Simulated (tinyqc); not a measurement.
Sharpness of the interface: valley splitting of a silicon quantum well in envelope theory.

The well lies at 0 < z < L; U(z) = V0 [1/(1 + exp(z/w)) + 1/(1 + exp((L - z)/w))] - e F z, 1 mV/nm = 1e-4 eV/angstrom. The envelope psi solves -(c/ml) psi'' + U psi = E psi, c = hbar^2/2m0, by three-point differences on a grid of 0.1 angstrom from -40 to L + 40 angstrom. The two valleys at +/- k0 couple through D = C0 times the integral of exp(-i q z) U(z) psi^2, q = 2 k0 (2 pi/a), and split by Ev = 2|D|.

Random alloy: with Y(z) = Yw + (Yb - Yw) B(z), B the bracket in U, and in-plane density exp(-r^2/ad^2)/(pi ad^2), D gains a random complex part of variance sigma^2 = (C0^2/pi)(a^2 V0/(8 ad (Yb - Yw)))^2 (4/a) times the integral of psi^4 Y (1 - Y). Alone it gives a mean splitting sqrt(pi) sigma; together with the smooth part the rms splitting is 2 sqrt(|D|^2 + sigma^2).

Constants: hbar^2/2m0 = 3.80998211 eV angstrom^2.

Values chosen for the exercise (near those of a strained Si well in SiGe; the results hold for these values, not for the real material): L = 72 angstrom (well width); V0 = 0.19 eV (conduction offset); ml = 0.916 m0 (mass along z); F = 14.3 mV/nm (field pressing towards the upper interface); k0 = 0.835 2 pi/a (valley position); a = 5.431 angstrom (lattice constant); C0 = 0.278 (Bloch overlap factor); Yb = 0.29 (Ge share of the barrier); Yw = 0.05 (Ge share of the well); ad = 190 angstrom (dot radius); ws = (0.4, 0.6, 1, 1.4, 2.2, 2.9, 3.9) angstrom (interface widths).

The smooth part 2|D| and the disorder part against w, beside y/sinh(y) with y = pi q w. The 12 to 88 % width of the step is 4w.

Results:

| w (angstrom) | 4w (angstrom) | 2\|D\| (micro-eV) | y/sinh(y) | sqrt(pi) sigma (micro-eV) |
|---|---|---|---|---|
| 0.4 | 1.6 | 179.44 | 0.43 | 136.3 |
| 0.6 | 2.4 | 80.50 | 0.19 | 136.3 |
| 1.0 | 4.0 | 12.32 | 0.028 | 136.5 |
| 1.4 | 5.6 | 1.61 | 0.0035 | 136.6 |
| 2.2 | 8.8 | 0.02 | 4.2e-05 | 136.9 |
| 2.9 | 11.6 | 0.00 | 8.0e-07 | 137.3 |
| 3.9 | 15.6 | 0.00 | 2.5e-09 | 138.0 |

The smooth part needs a Fourier component of U psi^2 at a wavelength of 3.25 angstrom; from the first row to the third it falls by a factor 14.6, while y/sinh(y) falls by 15.4 (the envelope near the step and the phase between the two interfaces change too). The disorder part goes from 136.3 to 138.0 micro-eV. It takes over between w = 0.4 and 0.6 angstrom, that is a step 1.6 to 2.4 angstrom wide, with 1.36 angstrom to an atomic layer.

Run: tinyqc, `OMP_NUM_THREADS=1 python tinyqc.py 1282725 1282726 out.jsonl`; Intel(R) Xeon(R) Processor @ 2.30GHz, one thread, shared host; about 0.1 s of CPU time with all checks.
